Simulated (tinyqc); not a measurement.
## Thermal resistances of a two-die stack

Question. Heat leaves through the lower die only, and the system is linear. Find the resistance R1 from the lower die to the coolant, R2 between the dies, and the rise of the upper die when both are powered.

Values chosen for this exercise:
- P1 = 37 W (power of the lower die)
- P2 = 5.4 W (power of the upper die)

rises of the lower and upper die with only the lower one powered (K): [28.49, 28.49]
rises of the lower and upper die with only the upper one powered (K): [4.158, 4.59]

Solution. With only the lower die powered no heat crosses R2, so both dies rise by P1 R1; the difference in the second test is P2 R2; rises add.

R1 = 0.770 K/W
R2 = 0.0800 K/W
rise of the upper die = 33.1 K

Numbers from tinyqc (`OMP_NUM_THREADS=1 python tinyqc.py 2162222 2162223 out.jsonl`; about 0.02 s on one thread of a shared Intel Xeon 2.30GHz).
